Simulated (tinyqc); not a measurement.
On-chip power grid, static voltage drop by conjugate gradients: one step of the calculation.

A grid of 3 rows and 4 columns, node k = 4 row + column. Neighbours in a row are joined by Rx, in a column by Ry; pad nodes, which reach the supply through Rp: 0, 8. Each node draws I0, node 6 draws kh I0. The drops u = Vdd - V solve G u = i, with G the conductance matrix (1/Rp added on the diagonal at pad nodes).

Problem. Worst drop, pad currents and power lost. Pad current u/Rp; worst drop as a share of Vdd; power lost in the grid and pads sum_k i_k u_k; power delivered sum_k i_k (Vdd - u_k).

Values chosen for this exercise: supply voltage Vdd = 0.9 V; resistance from a pad node to the supply Rp = 0.16 ohm; load current of an ordinary node I0 = 9.2 mA; factor on the load at the hot node kh = 5.

converged u (mV):
```
           col 0      col 1      col 2      col 3
row 0  11.776000  50.723207  76.255832  86.402035
row 1  32.799805  57.761392  85.816141  89.259736
row 2  11.776000  50.723207  76.255832  86.402035
```

Wanted: worst drop; share of Vdd; pad currents; power lost; power delivered.

Solution.

worst drop = 89.26 mV
share of Vdd = 9.918 %
pad currents (mA): node 0 73.60, node 8 73.60
power lost = 9.745 mW
power delivered = 122.7 mW

The pad currents add up to the total load, 147.2 mA. The worst drop is at node 7, not at the hot node.

Computed by the program tinyqc: `OMP_NUM_THREADS=1 python tinyqc.py 2770187 2770188 out.jsonl`, one thread of a shared Intel Xeon 2.30GHz, about 0.1 s for the whole run.
